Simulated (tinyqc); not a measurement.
Hexagonal on-chip spiral inductor, lumped pi model: quality factor against frequency.

Outer diameter do = di + 2 n wd + 2 (n - 1) sp, mean da = (do + di)/2, fill p = (do - di)/(do + di), length l = 3.464 n da. L = 2.33 mu0 n^2 da/(1 + 3.82 p), mu0 = 4 pi 1e-7 H/m. Rs = rho l/(wd delta (1 - exp(-th/delta))), delta = sqrt(rho/(pi f mu0)). Cs = n wd^2 eps0 eo/hu across the coil. At each end Cox = l wd eps0 eo/(2 ho) leads to the substrate branch Rsi = 2 rs he/(l wd) in parallel with Csi = l wd eps0 11.7/(2 he). With one end grounded Y = 1/(Rs + i w L) + i w Cs + 1/[1/(i w Cox) + 1/(1/Rsi + i w Csi)], w = 2 pi f; Q = -Im Y/Re Y. Eddy currents in neighbouring turns and in the substrate are left out.

Apparent inductance Im(1/Y)/w; share of the loss Re(substrate branch)/Re Y.

Values chosen for this exercise; values of the order met in silicon radio-frequency processes: number of turns n = 5.5; line width wd = 15 um; space between turns sp = 2 um; inner diameter di = 40 um; metal thickness th = 2 um; metal resistivity rho = 3 uohm cm; oxide below the coil ho = 8.6 um; oxide between coil and underpass hu = 1.1 um; relative permittivity of the oxide eo = 4.1; substrate resistivity rs = 1 ohm cm; effective spreading depth in the substrate he = 80 um.

Constants: eps0 = 8.8541878128e-12 F/m. Results are converted to the units shown.

Result of one run:
```
Rs (ohm)	w L/Rs	Q	apparent inductance (nH)	loss in the substrate (%)
3.828	8.361	7.975	3.309	0.7280
```

Which frequency f gave this result: 0.22, 0.98, 1.6, 2.6 or 4.3 GHz?

f = 1.6 GHz.

The whole series:
```
f (GHz)	Rs (ohm)	w L/Rs	Q	apparent inductance (nH)	loss in the substrate (%)
0.14	2.861	0.9790	0.9784	3.184	1.161e-4
0.22	2.956	1.489	1.487	3.185	4.867e-4
0.37	3.099	2.389	2.383	3.189	0.003008
0.6	3.275	3.665	3.643	3.200	0.01799
0.98	3.512	5.583	5.493	3.229	0.1145
1.6	3.828	8.361	7.975	3.309	0.7280
2.6	4.250	12.24	10.50	3.539	4.358
4.3	4.846	17.75	9.893	4.380	22.80
7	5.636	24.85	2.469	10.06	63.51
```

Q goes from 0.978 through a maximum of 10.5 (at f = 2.6 GHz among the rows listed) to 2.47; the exact peak is 11.0 at 3.27 GHz and Q reaches zero at the self-resonance, 8.24 GHz. The share of the substrate rises from 1.16e-4 to 63.5 %, and the apparent inductance ends at 3.16 times L. At the peak the substrate takes 9.67 % of the loss.

tinyqc, about 0.01 s, one thread, Intel Xeon 2.30GHz (shared host): `OMP_NUM_THREADS=1 python tinyqc.py 2302065 2302066 out.jsonl`
